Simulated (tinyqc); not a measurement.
MP2 on RHF in the 6-31g basis, for H3+, spin multiplicity 1, step by step. One step of it, computed by the program tinyqc.

Problem. Second-order Moller-Plesset energy. E2 = sum_ijab (ia|jb) [2 (ia|jb) - (ib|ja)] / (e_i + e_j - e_a - e_b) over occupied i, j and virtual a, b; the opposite-spin part is (ia|jb)^2 / denominator, the rest is same-spin, and SCS-MP2 scales them by 6/5 and 1/3.

orbital energies (hartree): MO1 -1.087103, MO2 -0.223443, MO3 -0.223233, MO4 0.461234, MO5 0.695991, MO6 0.696330

Two-electron integrals over orbitals (pq|rs), unique and non-zero (hartree):
```
(11|11) 0.589633    (21|11) -2.35e-06   (21|21) 0.099449    (22|11) 0.454840
(22|21) 0.001859    (22|22) 0.432009    (31|11) 0.000060    (31|22) -0.047545
(31|31) 0.099407    (32|21) -0.047578   (32|22) -1.26e-06   (32|31) -0.001857
(32|32) 0.037221    (33|11) 0.454804    (33|21) -0.001859   (33|22) 0.357582
(33|31) 0.047543    (33|32) 1.26e-06    (33|33) 0.431912    (41|11) 0.118855
(41|21) -1.34e-06   (41|22) 0.060491    (41|31) 0.000034    (41|33) 0.060473
(41|41) 0.064323    (42|11) -1.88e-06   (42|21) 0.002185    (42|22) 0.000014
(42|32) -0.000385   (42|33) -0.000016   (42|41) -1.40e-06   (42|42) 0.032211
(43|11) 0.000048    (43|22) -0.000357   (43|31) 0.002148    (43|32) -0.000015
(43|33) 0.000393    (43|41) 0.000036    (43|43) 0.032232    (44|11) 0.450121
(44|21) -3.15e-06   (44|22) 0.376507    (44|31) 0.000080    (44|33) 0.376533
(44|41) 0.066013    (44|42) -7.82e-07   (44|43) 0.000020    (44|44) 0.380661
(51|11) 6.24e-07    (51|21) -0.071489   (51|22) -0.001419   (51|31) 2.06e-07
(51|32) 0.036300    (51|33) 0.001417    (51|41) 9.29e-07    (51|42) -0.032572
(51|43) 9.36e-08    (51|44) 1.44e-06    (51|51) 0.084140    (52|11) -0.139339
(52|21) -0.001408   (52|22) -0.093293   (52|31) 0.036024    (52|32) 5.04e-07
(52|33) -0.064466   (52|41) -0.063382   (52|42) -0.000616   (52|43) 0.015762
(52|44) -0.080921   (52|51) 0.001603    (52|52) 0.096441    (53|11) 4.03e-07
(53|21) 0.036031    (53|22) 6.48e-07    (53|31) 0.001407    (53|32) -0.014391
(53|33) -1.91e-07   (53|41) 1.82e-07    (53|42) 0.015785    (53|43) 0.000616
(53|44) 2.33e-07    (53|51) -0.040987   (53|52) -1.13e-06   (53|53) 0.025274
(54|11) 1.90e-06    (54|21) -0.089909   (54|22) -0.001736   (54|31) 2.58e-07
(54|32) 0.044440    (54|33) 0.001736    (54|41) 1.29e-06    (54|42) -0.007008
(54|43) 1.99e-08    (54|44) 2.94e-06    (54|51) 0.073790    (54|52) 0.001451
(54|53) -0.037119   (54|54) 0.095971    (55|11) 0.521703    (55|21) 0.002749
(55|22) 0.460905    (55|31) -0.070265   (55|32) -2.66e-06   (55|33) 0.378827
(55|41) 0.108268    (55|42) 0.000707    (55|43) -0.018070   (55|44) 0.418294
(55|51) -0.002747   (55|52) -0.156433   (55|53) 2.49e-06    (55|54) -0.002938
(55|55) 0.560834    (61|11) -0.000016   (61|21) -2.07e-07   (61|22) 0.036329
(61|31) -0.071495   (61|32) 0.001418    (61|33) -0.036285   (61|41) -0.000024
(61|42) -9.49e-08   (61|43) -0.032566   (61|44) -0.000037   (61|52) -0.041022
(61|53) -0.001601   (61|55) 0.070258    (61|61) 0.084191    (62|11) -4.04e-07
(62|21) 0.036083    (62|22) 1.92e-07    (62|31) 0.001409    (62|32) -0.014421
(62|33) -6.49e-07   (62|41) -1.85e-07   (62|42) 0.015797    (62|43) 0.000617
(62|44) -2.36e-07   (62|51) -0.041036   (62|52) -7.24e-07   (62|53) 0.023777
(62|54) -0.037171   (62|55) 1.78e-06    (62|61) -0.001603   (62|62) 0.025321
(63|11) -0.139353   (63|21) 0.001409    (63|22) -0.064487   (63|31) -0.036044
(63|32) -5.03e-07   (63|33) -0.093236   (63|41) -0.063401   (63|42) 0.000617
(63|43) -0.015789   (63|44) -0.080954   (63|51) -0.001602   (63|52) 0.047396
(63|53) 7.23e-07    (63|54) -0.001451   (63|55) -0.091406   (63|61) 0.040984
(63|62) 1.13e-06    (63|63) 0.096405    (64|11) -0.000049   (64|21) -2.62e-07
(64|22) 0.044442    (64|31) -0.089911   (64|32) 0.001736    (64|33) -0.044429
(64|41) -0.000033   (64|42) -2.06e-08   (64|43) -0.006997   (64|44) -0.000075
(64|52) -0.037145   (64|53) -0.001450   (64|55) 0.075128    (64|61) 0.073852
(64|62) -0.001452   (64|63) 0.037150    (64|64) 0.096030    (65|21) -0.070370
(65|22) -2.19e-06   (65|31) -0.002745   (65|32) 0.041059    (65|33) 2.19e-06
(65|42) -0.018133   (65|43) -0.000707   (65|51) 0.070274    (65|52) 1.95e-06
(65|53) -0.032527   (65|54) 0.075176    (65|55) -0.000006   (65|61) 0.002744
(65|62) -0.032574   (65|63) -1.94e-06   (65|64) 0.002935    (65|65) 0.068679
(66|11) 0.521848    (66|21) -0.002750   (66|22) 0.378945    (66|31) 0.070268
(66|32) 2.66e-06    (66|33) 0.460853    (66|41) 0.108354    (66|42) -0.000710
(66|43) 0.018140    (66|44) 0.418448    (66|51) 0.002745    (66|52) -0.091470
(66|53) -1.77e-06   (66|54) 0.002937    (66|55) 0.423817    (66|61) -0.070194
(66|62) -2.49e-06   (66|63) -0.156437   (66|64) -0.075108   (66|65) 0.000006
(66|66) 0.560926
```

Hartree-Fock energy = -1.24779958 hartree

Give: Terms; Pair energies; MP2 correlation energy; SCS-MP2 correlation energy; MP2 total energy.

Solution.

Terms:
```
i  j  a  b    (ia|jb)    (ib|ja)  denominator       term
1  1  2  2     0.0994     0.0994      -1.7273    -0.0057
1  1  3  3     0.0994     0.0994      -1.7277    -0.0057
1  1  6  6     0.0842     0.0842      -3.5669    -0.0020
1  1  5  5     0.0841     0.0841      -3.5662    -0.0020
1  1  2  5    -0.0715    -0.0715      -2.6468    -0.0019
1  1  5  2    -0.0715    -0.0715      -2.6468    -0.0019
1  1  6  3    -0.0715    -0.0715      -2.6473    -0.0019
1  1  3  6    -0.0715    -0.0715      -2.6473    -0.0019
1  1  4  4     0.0643     0.0643      -3.0967    -0.0013
1  1  4  3   3.42e-05   3.42e-05      -2.4122  -4.86e-10
1  1  3  4   3.42e-05   3.42e-05      -2.4122  -4.86e-10
1  1  4  6  -2.38e-05  -2.38e-05      -3.3318  -1.70e-10
1  1  6  4  -2.38e-05  -2.38e-05      -3.3318  -1.70e-10
1  1  4  2  -1.34e-06  -1.34e-06      -2.4120          0
1  1  2  4  -1.34e-06  -1.34e-06      -2.4120          0
1  1  5  4   9.29e-07   9.29e-07      -3.3314          0
1  1  4  5   9.29e-07   9.29e-07      -3.3314          0
1  1  6  2  -2.07e-07  -2.07e-07      -2.6471          0
1  1  2  6  -2.07e-07  -2.07e-07      -2.6471          0
1  1  3  5   2.06e-07   2.06e-07      -2.6470          0
1  1  5  3   2.06e-07   2.06e-07      -2.6470          0
```

Pair energies (hartree; pair i-j sums ij and ji):
```
pair  opposite spin  same spin
1-1         -0.0245          0
```

MP2 correlation energy = -0.024477 hartree

SCS-MP2 correlation energy = -0.029373 hartree

MP2 total energy = -1.272277 hartree
